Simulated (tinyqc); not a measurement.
Worked calculation: electrons shared among three sets of ellipsoidal valleys. Values are carried at full precision from step to step, so a last printed digit may differ when a step is redone from the rounded ones.

Constants: hbar^2/2m0 = 3.80998211 eV angstrom^2; kB = 8.617333262e-05 eV/K.

Inputs chosen for the exercise (masses and offsets near those of InP; mobilities are free inputs, held fixed; shifted at random, so the results belong to these values and not to a real crystal):
```
symbol  value                   unit        meaning
ml      (0.081, 1.81, 1.252)    m0          longitudinal masses of Gamma, L, X
mt      (0.081, 0.133, 0.2622)  m0          transverse masses
M       (1, 4, 3)                           valleys in each set
T       200                     K
dE      (0, 0.631, 0.863)       eV          edges of Gamma, L, X above the first
n       1.1e+17                 1/cm^3      total electron density
mu      (4900, 550, 240)        cm^2/(V s)  mobility of each set
```

## Masses of each set

One valley: m_d = (ml mt^2)^(1/3). Whole set: m_de = M^(2/3) m_d. Mean over three axes: 1/m_c = (1/ml + 2/mt)/3. Anisotropy K = ml/mt.

m_d, m_de, m_c (m0) and K of each set:
```
set       m_d    m_de     m_c      K
Gamma  0.0810  0.0810  0.0810   1.00
L      0.3175  0.8001  0.1924  13.61
X      0.4415  0.9184  0.3560   4.77
```

m_de/m_c is 1.00 for Gamma, 4.16 for L, 2.58 for X: many anisotropic valleys give many states at a light conductivity mass. m_c is the mean over three axes; a set that holds only some of the equivalent valleys conducts with a mass that depends on direction.

## Effective densities of states

N_i = M_i times N = 2 (m kB T/(4 pi c))^(3/2) with c = hbar^2/2m0, in 1/angstrom^3; times 1e24 for 1/cm^3, with m = (ml mt^2)^(1/3).

kT = 0.017235 eV

N_i (1/cm^3): Gamma 3.1489e+17, L 9.7766e+18, X 1.2022e+19

## Fermi level and populations

F_j(eta) = (1/Gamma(j + 1)) integral_0^infinity x^j dx/(1 + exp(x - eta)), which tends to exp(eta) for eta << 0.

Solve n = sum_i N_i F_1/2((EF - dE_i)/kT), energies from the edge of the first set.

EF = -0.0160 eV

eta_i: Gamma -0.93, L -37.54, X -51.00

n_i (1/cm^3): Gamma 1.10e+17, L 486, X 0.000851

shares: Gamma 1.0000, L 0.0000, X 0.0000

Gamma holds most electrons (100.0 %). Boltzmann weights N_i exp(-dE_i/kT) would give L a share of 0.0000.

## Drift and Hall mobility of the mixture

With f_i the shares, mu_drift = sum f_i mu_i; low-field Hall mobility mu_H = sum f_i mu_i^2/mu_drift (scattering and anisotropy factors set to 1); the Hall density is n mu_drift/mu_H; rho = 1/(e n mu_drift), e = 1.602176634e-19 C.

mu_drift = 4900 cm^2/(V s)
mu_H = 4900 cm^2/(V s)
Hall density = 1.10e+17 1/cm^3
rho = 0.0116 ohm cm

A Hall measurement would read 100.0 % of the true density.

## Checks

- Share of L at n = 1e10 1/cm^3 against the Boltzmann weight: both 3.904e-15.

tinyqc: `OMP_NUM_THREADS=1 python tinyqc.py 1682271 1682272 out.jsonl`; about 0.01 s, one thread, shared Intel(R) Xeon(R) Processor @ 2.30GHz.
